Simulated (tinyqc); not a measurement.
Ballistic conductance of a hard-wall strip of a two-dimensional electron gas by counting modes: one step of the calculation.

Subband edges E_n = C (n pi/W)^2/m, n = 1, 2, ...; C = hbar^2/(2 m0). Every mode transmits fully; spin gives the factor 2 in 2 q^2/h, valleys the factor gv.

Question. Conductance and ballistic resistance. G = (2 q^2/h) gv M; at zero temperature M counts the edges below Ef, at T it is the sum of degeneracy times f. The smooth (Sharvin) count is kF W/pi, kF = sqrt(m Ef/C), and with the boundary term kF W/pi - 1/2. The sum runs over the edges listed.

Inputs (values chosen for the exercise):

| symbol | value | unit | meaning |
|---|---|---|---|
| T | 300 | K | temperature |
| m | 0.19 | m0 | mass |
| gv | 1 |  | valleys |
| Ef | 0.218 | eV | Fermi energy above the 2D band edge |
| W | 22 | nm | width |

Constants: q = 1.602176634e-19 C, hbar = 1.054571817e-34 J s, h = 6.62607015e-34 J s, m0 = 9.1093837015e-31 kg, hbar^2/(2 m0) = 0.0380998212 eV nm^2. Results are converted to the units shown.

```
mode,edge (eV),degeneracy,f
1,0.00408906,1,0.99974512
2,0.01635625,1,0.99959040
3,0.03680156,1,0.99909717
4,0.06542500,1,0.99727311
5,0.10222656,1,0.98877493
6,0.14720624,1,0.93925629
7,0.20036405,1,0.66422709
8,0.26169998,1,0.15572445
```

Wanted: M at zero temperature; M at T; G; resistance 1/G; smooth count.

Answer.

M at zero temperature = 7
M at T = 6.7437
G = 522.51 uS
resistance 1/G = 1.9138 kohm
smooth count = 7.3016

The smooth count is 8.3 % above M at T. With the boundary term it is 6.80.

tinyqc, about 0.04 s, one thread, Intel Xeon 2.30GHz (shared host): `OMP_NUM_THREADS=1 python tinyqc.py 2740007 2740008 out.jsonl`
